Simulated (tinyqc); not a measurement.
# Hot carriers by balance equations with a heated Maxwellian, step by step

A worked calculation. Computed by tinyqc, a small Python program that keeps every step. Command: `OMP_NUM_THREADS=1 python tinyqc.py 3031652 3031653 out.jsonl hot walk`. One thread of a shared host (Intel(R) Xeon(R) Processor @ 2.30GHz), about 0.02 s of CPU time with the checks. Intermediate numbers are printed to about 6 digits and carried at full precision; extremes and crossings named in words are read from the listed rows.

The carriers follow a Maxwellian at an electron temperature T_e, slightly displaced; the drift energy is neglected against k_B T_e. The balance averages the rate, not the time, so mu_0 lies below the relaxation-time value.

Inputs (values chosen for the exercise, for a model non-polar semiconductor):
```
quantity,value,unit
effective mass m,0.289,m_0
density rho,3150,kg/m^3
sound velocity v_l,6620,m/s
acoustic deformation potential D_A,13,eV
phonon energy hbar w,34.9,meV
optical or intervalley deformation potential D_o,2.1,1e8 eV/cm
final valleys Z_f,2,-
lattice temperature T,300,K
electric field F,5.8,kV/cm
mixing,0.4,-
iteration cap,300,-
```

Band: parabolic. Solver: damped fixed point.

Constants: k_B = 8.617333262e-05 eV/K; k_B = 1.380649e-23 J/K; e = 1.602176634e-19 C; hbar = 1.054571817e-34 J s; m_0 = 9.1093837015e-31 kg; hbar = 6.582119569e-16 eV s.

## Equilibrium values

Parabolic band: E = hbar^2 k^2/(2 m), speed v = hbar k/m, states per spin, volume and energy g(E) = m k/(2 pi^2 hbar^2). Masses are multiplied by m_0 and all formulas are in SI units. Phonon occupation N_q = 1/(exp(hbar w/(k_B T)) - 1). Acoustic deformation potential (elastic, equipartition, absorption and emission together): 1/tau = 2 pi k_B T D_A^2 g(E)/(hbar rho v_l^2). Optical or intervalley deformation potential: 1/tau = (pi Z_f D_o^2/(rho w)) [N_q g(E + hbar w) + (N_q + 1) g(E - hbar w)], with g = 0 below the band edge. Averages over the Maxwellian, <y> = int y x^(1/2) exp(-x) dx / int x^(1/2) exp(-x) dx with x = E/(k_B T_e), split at x_0 = hbar w/(k_B T_e): 64 Gauss-Legendre points in sqrt(x) below it and 128 in sqrt(x - x_0) above it, up to x = 32. Momentum balance: mu(T_e) = e/(m nu), nu = <x (sum of rates)>/<x>. Power lost per carrier: P(T_e) = hbar w <emission rate - absorption rate> + <(2 m v_l^2/(k_B T)) (E - 2 k_B T) acoustic rate>. Energy relaxation time at weak heating: tau_E = (3/2) k_B / (dP/dT_e), the derivative by a central difference of +/- 0.5 K at T_e = T.

low-field mobility mu_0 = 919.496 cm^2/(V s)

energy relaxation time tau_E = 5.16349 ps

tau_E is 34.2 times the momentum relaxation time m mu_0/e: energy is lost more slowly than direction, which is why carriers heat.

## Balance functions

The field that sustains T_e follows from e mu F^2 = P.

Against the electron temperature:
```
T_e (K),mu (cm^2/(V s)),P optical (1e9 eV/s),P acoustic (1e9 eV/s),F (kV/cm),drift velocity (1e7 cm/s)
330,874.766,0.6113,1.40389e-01,0.9270,0.081090
390,801.860,1.7888,4.57856e-01,1.6738,0.134219
480,720.151,3.4229,1.01589e+00,2.4827,0.178791
600,642.106,5.3660,1.89300e+00,3.3623,0.215894
900,522.178,9.3370,4.63689e+00,5.1731,0.270127
1500,403.284,15.1411,1.19724e+01,8.1995,0.330673
2400,318.338,21.4243,2.65020e+01,12.2699,0.390599
3600,259.715,27.7944,5.10058e+01,17.4187,0.452389
```

Optical phonons take 81 % of the power in the first row and 35 % in the last. The velocity grows as F^0.85 at first and as F^0.42 at the end; acoustic scattering alone would end at F^(1/2). Rows above 1400 K (k_B T_e > 0.12 eV) stretch the parabolic band.

## First iteration

Fixed point: T_out = T + (T_e - T) e mu(T_e) F^2/P(T_e), T_new = T_e + mixing (T_out - T_e). Start at T_e = 1.5 T.

mu at the start = 744.554 cm^2/(V s)

P at the start = 3.71573e+09 eV/s

new T_e = 794.445 K

## The whole iteration

Start at T_e = 1.5 T; stop when T_e moves by less than 1e-6 K or exceeds 1e6 K.

Course of the iteration:
```
iteration,T_e (K),mu (cm^2/(V s)),step (K)
1,450.00,744.554,3.44445e+02
2,794.45,556.364,1.20040e+02
3,914.48,517.963,5.38816e+01
4,968.37,503.136,2.51504e+01
5,993.52,496.638,1.19072e+01
6,1005.42,493.648,5.67161e+00
7,1011.10,492.243,2.70896e+00
...,...,...,...
22,1016.29,490.967,4.30804e-05
23,1016.29,490.967,2.06273e-05
24,1016.29,490.967,9.87658e-06
25,1016.29,490.967,4.72901e-06
26,1016.29,490.967,2.26430e-06
27,1016.29,490.967,1.08417e-06
28,1016.29,490.967,5.19110e-07
```

electron temperature T_e = 1016.29 K

Converged in 28 iterations.

## Drift velocity

v = mu(T_e) F; warm-carrier coefficient (mu/mu_0 - 1)/F^2.

mobility mu(T_e) = 490.967 cm^2/(V s)

drift velocity = 0.284761 1e7 cm/s

mu/mu_0 = 0.533952

(mu/mu_0 - 1)/F^2 = -0.0138540 cm^2/kV^2

T_e/T = 3.39; the simple estimate T + (2/3) e mu_0 F^2 tau_E/k_B would give 1536 K, too high since mu falls and tau_E changes as the gas heats.

Checks made by the program: detailed balance, P(T_e = T) = 0, on the scale of P at 1.1 T (relative difference below 1e-10).
